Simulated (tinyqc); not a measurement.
Ewald sum of point charges, simple cubic lattice in a neutralising background, step by step. Computed by tinyqc, a small Python program that keeps every step. Command: `OMP_NUM_THREADS=1 python tinyqc.py 20991 20992 out.jsonl` (the two numbers bound the seeds that draw the settings). One thread of a shared host (Intel(R) Xeon(R) Processor @ 2.60GHz), about 0.04 s of CPU time with the checks.

## Ewald sum with eta = 0.391 1/bohr

cell vectors (rows) (bohr):
```
          1         2         3
1  9.060000  0.000000  0.000000
2  0.000000  9.060000  0.000000
3  0.000000  0.000000  9.060000
```

Charges:
```
q               f1        f2        f3
1.000000  0.000000  0.000000  0.000000
```

Real space: 1/2 sum q_i q_j erfc(eta r)/r over all images with r > 0; reciprocal space: (2 pi/V) sum_(G != 0) exp(-G^2/4 eta^2)/G^2 |S(G)|^2 with S(G) = sum q exp(i G.r); self term -eta/sqrt(pi) sum q^2; background -pi Q^2/(2 V eta^2), Q the total charge.

Real-space shells (first ones):
```
r (bohr)   pairs  sum (hartree)
9.060000       6       1.80e-07
12.812775     12              0
```

Reciprocal shells (first ones that count):
```
G^2 (1/bohr^2)  vectors  sum (hartree)
0.480954              6       0.048004
0.961908             12       0.021863
1.442861              8       0.004426
1.923815              6       0.001134
2.404769             24       0.001652
2.885723             24       0.000627
3.847630             12       0.000049
4.328584             30       0.000049
4.809538             24       0.000016
5.290492             24       0.000007
5.771445              8       9.33e-07
6.252399             24       1.18e-06
```

## The total does not depend on eta

The same sums for other eta.

Totals (hartree per cell):
```
eta           real  reciprocal       self  background        total
0.391000  1.80e-07    0.077830  -0.220598   -0.013816  -0.15658375
0.525000         0    0.147279  -0.296200   -0.007663  -0.15658375
0.733000         0    0.260898  -0.413551   -0.003931  -0.15658375
```

shortest distance = 9.060000 bohr
